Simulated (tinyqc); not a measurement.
# Ferroelectric switching by domains, regions with a spread of times with Merz's law: effects of single changes

A film poled to -Ps gets a pulse V of length t. Field E = V/d, characteristic time tau = t0 exp(Ea/E). The film consists of seven classes of regions, z = -3..3, with weights w_z proportional to exp(-z^2/2) and summing to one, and times tau_z = tau 10^(wd z); the switched share is f = sum w_z [1 - exp(-(t/tau_z)^m)]. P = Ps (2 f - 1).

Parameters, values chosen for the exercise: time prefactor t0 = 0.067 ns; activation field Ea = 10000 kV/cm; film thickness d = 50 nm; Avrami exponent m = 2; pulse voltage V = 8.9 V; spread of switching times wd = 1 decades; pulse length tp = 30 ns.

Each table varies one quantity; the others keep the values above.

## Effect of the spread of switching times

t10, t50 and t90 are the pulse lengths for f = 0.1, 0.5 and 0.9; f is taken at tp.

The same in every row: tau (ns) = 18.45.

Effect of the spread of switching times:

| wd (decades) | t10 (ns) | t50 (ns) | t90 (ns) | f at tp |
|---|---|---|---|---|
| 0 | 5.988 | 15.36 | 27.99 | 0.9290 |
| 0.2 | 5.007 | 14.77 | 35.35 | 0.8476 |
| 0.4 | 3.268 | 14.38 | 57.03 | 0.7576 |
| 0.6 | 1.968 | 14.82 | 94.08 | 0.7089 |
| 0.8 | 1.239 | 15.13 | 152.1 | 0.6868 |
| 1 | 0.7928 | 15.27 | 243.3 | 0.6775 |
| 1.2 | 0.5032 | 15.32 | 387.1 | 0.6737 |

As wd goes from 0 to 1.2 decades, t50 goes from 15.4 through a minimum of 14.4 (at wd = 0.4 decades among the rows listed) to 15.3 ns and f at tp falls from 0.929 to 0.674; t90/t10 goes from 4.67 to 769.

## Effect of the Avrami exponent

Same model as above.

The same in every row: tau (ns) = 18.447.

Results:

| m | t10 (ns) | t50 (ns) | t90 (ns) | f at tp |
|---|---|---|---|---|
| 0.5 | 0.069468 | 7.2624 | 380.17 | 0.67072 |
| 1 | 0.34922 | 11.494 | 292.59 | 0.65825 |
| 1.5 | 0.58379 | 14.096 | 262.36 | 0.66484 |
| 2 | 0.79282 | 15.267 | 243.32 | 0.67751 |
| 3 | 1.0568 | 16.319 | 222.71 | 0.69516 |
| 4 | 1.2153 | 16.832 | 212.53 | 0.69933 |

Estimate the missing row, m = 2.5.

Computed row:

| m | t10 (ns) | t50 (ns) | t90 (ns) | f at tp |
|---|---|---|---|---|
| 2.5 | 0.94378 | 15.907 | 231.00 | 0.68841 |

With this row back in the table: As m goes from 0.5 to 4, t50 rises from 7.26 to 16.8 ns and f at tp goes from 0.671 through a minimum of 0.658 (at m = 1 among the rows listed) to 0.699; t90/t10 goes from 5470 to 175.

## Effect of the pulse voltage

Same model as above.

Results:

| V (V) | tau (ns) | t10 (ns) | t50 (ns) | t90 (ns) | f at tp |
|---|---|---|---|---|---|
| 4.5 | 4483.0 | 192.67 | 3710.0 | 59130 | 0.025027 |
| 5.3 | 837.90 | 36.011 | 693.43 | 11052 | 0.088073 |
| 7.7 | 44.276 | 1.9029 | 36.642 | 584.00 | 0.44849 |
| 9.3 | 14.487 | 0.62264 | 11.989 | 191.09 | 0.70423 |
| 11 | 6.3116 | 0.27126 | 5.2233 | 83.250 | 0.74859 |
| 13 | 3.1364 | 0.13480 | 2.5957 | 41.369 | 0.84510 |
| 16 | 1.5249 | 0.065538 | 1.2620 | 20.113 | 0.93857 |

Estimate the missing row, V = 6.4 V.

Computed row:

| V (V) | tau (ns) | t10 (ns) | t50 (ns) | t90 (ns) | f at tp |
|---|---|---|---|---|---|
| 6.4 | 165.58 | 7.1162 | 137.03 | 2183.9 | 0.30436 |

With this row back in the table: As V goes from 4.5 to 16 V, t50 falls from 3710 to 1.26 ns and f at tp rises from 0.0250 to 0.939; t90/t10 stays at 307, since only tau changes. At half the voltage of the last row tau would be 22.8 times longer.

Numbers from tinyqc (`OMP_NUM_THREADS=1 python tinyqc.py 2860140 2860141 out.jsonl`; about 0.01 s on one thread of a shared Intel Xeon 2.30GHz).
